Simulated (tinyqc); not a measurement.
Position of the donor: hydrogenic donor in a hard-walled well (variational).

Trial function cos(pi z/L) exp(-r/lam), r measured from the donor at zi, walls at +/- L/2, one eps everywhere. Counted from the lowest subband, E(lam) = c/(m lam^2) - (q/eps) I0/I1, with I0 the integral of cos^2(pi z/L) exp(-2|z - zi|/lam) over the well and I1 the same with the factor (|z - zi| + lam/2); c = hbar^2/2m0, q = e^2/(4 pi eps0). The binding energy is -E at the minimum.

Constants: hbar^2/2m0 = 3.80998211 eV angstrom^2; e^2/(4 pi eps0) = 14.39964547 eV angstrom.

Inputs chosen for the exercise (out of a larger set: near those of InGaAs; not measured data):

| symbol | value | unit | meaning |
|---|---|---|---|
| m | 0.043 | m0 | mass |
| eps | 13.8 |  | dielectric constant |
| L | 413 | angstrom | well width |

Ry* = 3.0721 meV

Fixed width; zi from the centre to the wall.

Binding:

| 2 zi/L | zi (angstrom) | lam (angstrom) | binding (meV) | in Ry* |
|---|---|---|---|---|
| 0.0 | 0.0 | 166.5 | 5.05 | 1.645 |
| 0.4 | 82.6 | 177.7 | 4.33 | 1.408 |
| 0.6 | 123.9 | 203.6 | 3.54 | 1.152 |
| 0.8 | 165.2 | 253.5 | 2.79 | 0.909 |
| 0.9 | 185.8 | 282.3 | 2.50 | 0.815 |
| 1.0 | 206.5 | 309.5 | 2.28 | 0.741 |

Give the missing row, 2 zi/L = 0.2.

Computed row:
```
2 zi/L  zi (angstrom)  lam (angstrom)  binding (meV)  in Ry*
0.2              41.3           168.6           4.87   1.584
```

Uniform doping spreads the level over 2.78 meV, from 5.05 at the centre to 2.28 at the wall, while lam grows by 86 %. The slope is flat at the centre, which gives a peak in the density of donor states there, and steepest between 2 zi/L = 0.4 and 0.6.

Run: tinyqc, `OMP_NUM_THREADS=1 python tinyqc.py 1282436 1282437 out.jsonl`; Intel(R) Xeon(R) Processor @ 2.30GHz, one thread, shared host; about 0.03 s of CPU time with all checks.
